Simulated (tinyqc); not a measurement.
# Inputs raised by 2 %, one at a time

Model: shallow acceptor in the spherical model (Baldereschi-Lipari), strong spin-orbit limit. Computed by tinyqc, a small Python program. Command: `OMP_NUM_THREADS=1 python tinyqc.py 3019985 3019986 out.jsonl acceptor sens`. One thread of a shared host (Intel(R) Xeon(R) Processor @ 2.30GHz), about 0.02 s of CPU time with the checks.

The 1S(3/2) state has an s envelope f(r) and a d envelope g(r). In effective units they obey -(f'' + 2f'/r + 2f/r) + mu (g'' + 5g'/r + 3g/r^2) = E f and -(g'' + 2g'/r - 6g/r^2 + 2g/r) + mu (f'' - f'/r) = E g. The cubic term, the split-off band and the central cell are left out.

Inputs (values chosen for the exercise, modelled on ZnSe):

| quantity | value | unit |
|---|---|---|
| Luttinger gamma_1 | 3.77 | - |
| Luttinger gamma_2 | 1.22 | - |
| Luttinger gamma_3 | 1.65 | - |
| dielectric constant eps | 9.16 | - |
| spin-orbit gap Delta_so | 425 | meV |

Constants: Ry = 13.605693123 eV; a_0 = 0.529177210903 angstrom.

Method:
- Ry* = Ry/(gamma_1 eps^2), a* = a_0 eps gamma_1, mu = (6 gamma_3 + 4 gamma_2)/(5 gamma_1), delta = (gamma_3 - gamma_2)/gamma_1; spherical masses 1/(gamma_1 (1 - mu)) (heavy) and 1/(gamma_1 (1 + mu)) (light).
- Basis: f_i = exp(-zeta_i r), g_i = r exp(-zeta_i r), weight r^2 dr, s = zeta_i + zeta_j. S_ff = 2/s^3, H_ff = zeta_i zeta_j S_ff - 2/s^2; S_gg = 24/s^5, H_gg = 8/s^3 + 24 zeta_i zeta_j/s^5 - 12/s^4; H(f_i, g_j) = mu (6 zeta_i^2/s^4 + 2 zeta_i/s^3); S_fg = 0. Each function is normalised by sqrt(S_ii).
- Large basis: zeta_i = 0.08 x 1.55^(i-1), i = 1..20 in each channel; overlap eigenvalues below 1e-11 are dropped.
- Binding energies are -E Ry*; the mass that fits is E(1S) eps^2/Ry.

Runs:

| input moved | from | to | 1S(3/2) binding energy (meV) | 2S(3/2) binding energy (meV) | heavy-hole mass (m_0) | light-hole mass (m_0) |
|---|---|---|---|---|---|---|
| base run | - | - | 104.07 | 31.071 | 1.2285 | 0.14868 |
| Luttinger gamma_1 | 3.77 | 3.8454 | 96.38 | 28.664 | 1.1244 | 0.14703 |
| Luttinger gamma_2 | 1.22 | 1.2444 | 106.20 | 31.748 | 1.2587 | 0.14825 |
| Luttinger gamma_3 | 1.65 | 1.683 | 108.51 | 32.480 | 1.2913 | 0.14781 |
| dielectric constant eps | 9.16 | 9.3432 | 100.03 | 29.864 | 1.2285 | 0.14868 |

Exponents ln(y'/y) / ln(x'/x):

| input | 1S(3/2) binding energy | 2S(3/2) binding energy | heavy-hole mass | light-hole mass |
|---|---|---|---|---|
| Luttinger gamma_1 | -3.877 | -4.072 | -4.473 | -0.563 |
| Luttinger gamma_2 | 1.024 | 1.089 | 1.226 | -0.146 |
| Luttinger gamma_3 | 2.110 | 2.240 | 2.518 | -0.296 |
| dielectric constant eps | -2.000 | -2.000 | 0.000 | 0.000 |

To which inputs is each result most sensitive?

Among the inputs moved here: 1S(3/2) binding energy answers most in size to Luttinger gamma_1 (exponent -3.877), next to Luttinger gamma_3 (+2.110). Its exponent -2.000 in dielectric constant eps: Ry* scales as 1/eps^2. 2S(3/2) binding energy answers most in size to Luttinger gamma_1 (exponent -4.072), next to Luttinger gamma_3 (+2.240). Its exponent -2.000 in dielectric constant eps: Ry* scales as 1/eps^2. Heavy-hole mass answers most in size to Luttinger gamma_1 (exponent -4.473), next to Luttinger gamma_3 (+2.518); its exponent is below 0.0005 for dielectric constant eps. Light-hole mass answers most in size to Luttinger gamma_1 (exponent -0.563), next to Luttinger gamma_3 (-0.296); its exponent is below 0.0005 for dielectric constant eps.

Caution (all rows): the binding exceeds a fifth of the spin-orbit gap Delta_so, so the split-off band, left out, matters. Caution (all rows): the orbit is only a few bond lengths wide, so central-cell terms matter.
